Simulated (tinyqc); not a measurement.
Leaving out one process at a time: Debye-Callaway model of lattice thermal conductivity. Computed by tinyqc, a small Python program. Command: `OMP_NUM_THREADS=1 python tinyqc.py 3018199 3018200 out.jsonl callaway walk`. One thread of a shared host (Intel(R) Xeon(R) Processor @ 2.30GHz), about 0.01 s of CPU time with the checks.

Three acoustic branches with one velocity v, cut at omega_D = k_B Theta/hbar; x = hbar omega/(k_B T). v and Theta are separate inputs: Theta cuts off the heat-carrying modes, so C need not reach 3 k_B/V. gamma is an effective value that sets the umklapp rate.

Inputs (values chosen for the exercise, modelled on gallium arsenide): sound velocity v = 3710 m/s; Debye temperature Theta = 363 K; volume per atom V = 22.6 angstrom^3; mean atomic mass M = 72.3 u; effective Grueneisen parameter gamma = 2.28; umklapp exponent divisor b = 2; mass variance Gamma = 0.00011; Casimir length L = 610 micrometre; normal-process factor f_N = 0.93; temperature T = 77 K.

Sample: crystal. Point defects: isotopes. Normal processes: included.

Constants: k_B = 1.380649e-23 J/K; hbar = 1.054571817e-34 J s; u = 1.6605390666e-27 kg.

Method:
- Gamma is given directly by the isotope mixture. A = V Gamma/(4 pi v^3).
- Rates: point defects A omega^4; umklapp B omega^2 T exp(-Theta/(b T)) with B = hbar gamma^2/(M v^2 Theta); normal processes f_N B omega^2 T (T/Theta)^2. Boundaries: v/L.
- kappa_1 = c int tau_C g dx, g = x^4 e^x/(e^x - 1)^2, c = (k_B/(2 pi^2 v)) (k_B T/hbar)^3, over 0 < x < min(Theta/T, 40), by 96 Gauss-Legendre points in s with x = x_max s^2; 1/tau_C = 1/tau_R + 1/tau_N; kappa_2 = c [int (tau_C/tau_N) g dx]^2 / int (tau_C/(tau_N tau_R)) g dx; kappa = kappa_1 + kappa_2.

Rayleigh coefficient A = 3.87409e-45 s^3

Conductivity at T:
```
case                   kappa (W/(m K))  ratio to all
all processes                   535.39             1
without point defects           680.33        1.2707
without boundaries              559.21        1.0445
without umklapp                 1515.7        2.8309
```

What does the comparison show, and why?

Removing umklapp raises kappa most, by a factor 2.83; removing boundaries gives only 1.04.
